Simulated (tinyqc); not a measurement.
Inside a calculation: Lorentz oscillators and the Kramers-Kronig relations. Values are carried at full precision from step to step, so a last printed digit may differ when a step is redone from the rounded ones.

eps(E) = 1 + sum_j S_j/(E0_j^2 - E^2 - i G_j E).

Constants: hbar c = 1973.269805 eV angstrom; hbar^2/2m0 = 3.80998211 eV angstrom^2; e^2/(4 pi eps0) = 14.39964547 eV angstrom.

Inputs chosen for the exercise (line positions loosely like those of SiC; Lorentz tails absorb below the gap, where the real solid is clear; not measured data): E0 = (6.01, 7.34, 9.06) eV (resonances); G = (1.02, 0.79, 2.28) eV (widths); S = (38.6, 120.2, 95.6) eV^2 (strengths); E = 7.28 eV (photon energy); h = 1 eV (grid step); M = 36 (grid points E_j = j h); i = 3 (grid index at which eps1 is wanted).

## Dielectric function at one energy

Evaluate each oscillator and the sum.

terms: -1.9161+0.8430i  3.1153+20.4248i  2.4794+1.4150i

eps(E) = 4.6786+22.6828i
eps(0) = 5.4644

## Optical constants

n + i k = sqrt(eps1 + i eps2) with k >= 0; R = ((n - 1)^2 + k^2)/((n + 1)^2 + k^2) at normal incidence from vacuum; alpha = 2 E k/(hbar c), times 1e8 for 1/cm; loss function Im(-1/eps) = eps2/(eps1^2 + eps2^2).

Convert eps at the photon energy E into the optical constants.

n = 3.7309
k = 3.0399
R = 0.5281
alpha = 2.24e+06 1/cm
loss function = 0.0423
vacuum wavelength hc/E (hc = 1239.841984 eV nm) = 170.3 nm

The intensity falls to 1/e within 4.46 nm.

## Absorptive part on the grid

Tabulate eps2 at E_j = j h.

eps2(E_j), j = 1 .. M: 0.0990  0.2235  0.4210  0.8325  2.1959  8.5366  14.6312  8.3494  5.9017  3.1200  1.4057  0.7497  0.4571  0.3048  0.2163  0.1604  0.1231  0.0970  0.0781  0.0640  0.0532  0.0448  0.0381  0.0328  0.0284  0.0248  0.0218  0.0192  0.0171  0.0153  0.0137  0.0123  0.0111  0.0101  0.0092  0.0084

## eps1 at one grid point

Kramers-Kronig: eps1(E) = 1 + (2/pi) P integral_0^infinity E1 eps2(E1)/(E1^2 - E^2) dE1. Maclaurin rule on the grid E_j = j h, j = 1 .. M: eps1(E_i) = 1 + (4 h/pi) sum over j with j - i odd of E_j eps2(E_j)/(E_j^2 - E_i^2); nothing is added above E_M.

List the terms E_j eps2_j/(E_j^2 - E_i^2) for j - i odd, add them and form eps1.

terms in order of j (1/eV): -0.0894  0.4757  1.8970  1.2145  0.3429  0.0666  0.0228  0.0104  0.0055  0.0033  0.0021  0.0014  0.0010  0.0007  0.0005  0.0004  0.0003  0.0002

sum = 3.956 1/eV
eps1(E_i) = 6.037

The oscillator formula gives 6.373 at E_i = 3 eV. The rule samples every 2h = 2 eV against a narrowest width of 0.79 eV and stops at 36 eV; coarse sampling and the missing tail make the difference.

## The f-sum on the grid

W(E_M) = (2/pi) h sum_j E_j eps2_j, with half weight on the last point; the full integral equals sum S_j = (hbar omega_p)^2, and the electron density follows from (hbar omega_p)^2 = 8 pi c (e^2/(4 pi eps0)) N with c = hbar^2/2m0.

W(E_M) = 240.11 eV^2
sum S = 254.40 eV^2
share reached on this grid (a step near the line widths can inflate it) = 0.944
hbar omega_p = 15.950 eV
N = 1.85e+23 1/cm^3

## Checks

- The value of eps1 at 7.308 eV from a fine, long grid (with the tail of eps2 ~ 1/E^3 added) against the oscillator formula: both 3.31.

(tinyqc, `OMP_NUM_THREADS=1 python tinyqc.py 1680893 1680894 out.jsonl`, Intel(R) Xeon(R) Processor @ 2.30GHz, 1 thread, shared host, about 0.1 s.)
